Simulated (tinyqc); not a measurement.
Course in time: spin coating of a resist or spin-on film: centrifugal thinning, evaporation and the final thickness (Emslie and Meyerhofer models). Computed by tinyqc, a small Python program. Command: `OMP_NUM_THREADS=1 python tinyqc.py 3113840 3113841 out.jsonl spincoat walk`. One thread of a shared host (Intel(R) Xeon(R) Processor @ 2.30GHz), about 0.1 s of CPU time with the checks.

A Newtonian film stays uniform over the wafer; solvent and solids have the same density and the concentration is uniform through the thickness.

Inputs (values chosen for the exercise, of the order of those of a polymer resist in an ester solvent):

| quantity | value | unit |
|---|---|---|
| solids volume fraction c0 | 0.16 | - |
| kinematic viscosity of the solvent nu_s | 1.7 | mm^2/s |
| viscosity constant k | 1200 | mm^2/s |
| viscosity exponent gamma | 3.3 | - |
| spin speed f | 1500 | rpm |
| evaporation rate at 1000 rpm e0 | 0.054 | micrometre/s |
| starting thickness h0 | 500 | micrometre |
| wafer radius R | 150 | mm |
| shrinkage in the bake | 2.5 | % |

Method:
- omega = 2 pi f/60; nu(c) = nu_s + k c^gamma; evaporation rate e = e0 sqrt(f/1000 rpm).
- Flow constant K = 2 omega^2/(3 nu(c0)); Reynolds number of the air omega R^2/nu_air with nu_air = 15 mm^2/s.
- Meyerhofer estimate: flow rules until (1 - c0) K h^3 = e, then evaporation alone: h_w = (e/((1 - c0) K))^(1/3), dry film c0 h_w.
- Full model for solids s and liquid l per area, h = s + l, c = s/h: ds/dt = -c Q, dl/dt = -(1 - c) Q - e, Q = 2 omega^2 h^3/(3 nu(c)); integrated adaptively (relative tolerance 1e-9) until l = 0.
- Dry film = s at l = 0, before the bake; film after the bake = s x (1 - shrinkage).
- Times are fractions of the time to dry.

omega = 157.080 1/s

evaporation rate e = 0.0661362 micrometre/s

dry film = 513.139 nm

dry film, estimate = 446.371 nm

History:

| fraction | t (s) | h (micrometre) | c | nu (mm^2/s) | Q/e | s (nm) |
|---|---|---|---|---|---|---|
| 0.003 | 0.140 | 31.342 | 0.16003 | 4.54 | 1.6872e+03 | 5015.7 |
| 0.010 | 0.466 | 17.187 | 0.16019 | 4.55 | 2.7766e+02 | 2753.2 |
| 0.030 | 1.398 | 9.917 | 0.16100 | 4.60 | 5.2795e+01 | 1596.7 |
| 0.100 | 4.661 | 5.399 | 0.16618 | 4.91 | 7.9631e+00 | 897.2 |
| 0.200 | 9.321 | 3.757 | 0.17826 | 5.75 | 2.2941e+00 | 669.8 |
| 0.350 | 16.312 | 2.720 | 0.20644 | 8.28 | 6.0498e-01 | 561.6 |
| 0.500 | 23.303 | 2.101 | 0.25069 | 14.18 | 1.6254e-01 | 526.6 |
| 0.700 | 32.624 | 1.441 | 0.35703 | 41.79 | 1.7820e-02 | 514.6 |
| 0.900 | 41.945 | 0.821 | 0.62474 | 255.80 | 5.3891e-04 | 513.2 |

What does the comparison show, and why?

Q/e drops below 1 between t = 9.3 and 16 s, when c has risen from 0.16 to about 0.206; after that row the solids fall by a further 9 %. The full model gives 1.15 times the two-stage estimate.
